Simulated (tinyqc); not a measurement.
MOSFET in saturation, small-signal circuit and noise: two steps of the calculation.

Bias by the inversion coefficient IC = I/Ispec (charge-based model with velocity saturation; weak inversion below 0.1, strong above 10). Common-source circuit: gm, gds, Cgs, Cgd and Cj at the inner nodes, Rg in series with the gate; quasi-static, no source or drain resistance, no gate-body capacitance, no substrate network, no induced gate noise, so fmax is an upper estimate.

Inputs (values chosen for the exercise):

| symbol | value | unit | meaning |
|---|---|---|---|
| T | 300 | K | temperature |
| L | 28 | nm | gate length |
| W | 80 | um | total gate width |
| Cox | 1.64 | uF/cm^2 | gate capacitance |
| mu | 140 | cm^2/(V s) | mobility |
| n | 1.24 |  | slope factor |
| Ls | 15 | nm | velocity-saturation length |
| IC | 0.33 |  | inversion coefficient |
| gw | 0.04 |  | short-channel excess of the noise factor |
| Nt | 1.8e17 | cm^-3 eV^-1 | oxide trap density |
| lt | 0.1 | nm | tunnelling length into the oxide |
| ac | 10000 | V s/C | Coulomb scattering coefficient |
| f | 1 | GHz | signal frequency |

Constants: q = 1.602176634e-19 C, kB = 1.380649e-23 J/K, Vt = kB T/q. Results are converted to the units shown.

Question 1. Current gain and unilateral power gain. |h21| = |Y21/Y11|; U = |Y21 - Y12|^2/(4 [Re Y11 Re Y22 - Re Y12 Re Y21]). Extrapolated at 20 dB a decade: f |h21| and f sqrt(U).

Y with Rg (mS):
```
                          1                          2
1  0.001109797+0.496937562i  -0.000505152-0.226193543i
2  8.311666690-0.244756885i   0.681850293+0.666926876i
```

Find: |h21|; U; f |h21|; f sqrt(U).

Answer 1.

|h21| = 16.73
U = 3486
f |h21| = 16.73 GHz
f sqrt(U) = 59.04 GHz

Question 2. Noise at the gate. Channel noise Sid = 4 kB T gam n gm with gam = (1/2 + (2/3) qs)/(1 + qs) + gw lc IC, qs = [sqrt(1 + 4 IC) - 1]/2, lc = Ls/L (the last term an empirical rise with velocity saturation); at the gate, white noise Sw = Sid/gm^2 + 4 kB T Rg. Number fluctuation with correlated mobility: S(f) = K/f, K = q^2 Vt lt Nt/(W L Cox^2) (1 + ac mu Cox I/gm)^2, Vt in eV with Nt per eV. Corner fc = K/Sw. Full shot noise would be 2 q I.

I = 358.80439 uA
gm = 8.3122133 mS
Rg = 4.4940476 ohm

Wanted: gam; Sid; Sid/(2 q I); sqrt(Sw); K; fc.

Answer 2.

gam = 0.5416
Sid = 9.249e-23 A^2/Hz
Sid/(2 q I) = 0.8045
sqrt(Sw) = 1.189 nV/Hz^0.5
K = 2.395e-11 V^2
fc = 16.95 MHz

The gate resistance gives 5.3 % of the white noise power.

Program tinyqc, `OMP_NUM_THREADS=1 python tinyqc.py 2150002 2150003 out.jsonl`; Intel Xeon 2.30GHz, shared host, one thread, about 0.01 s.
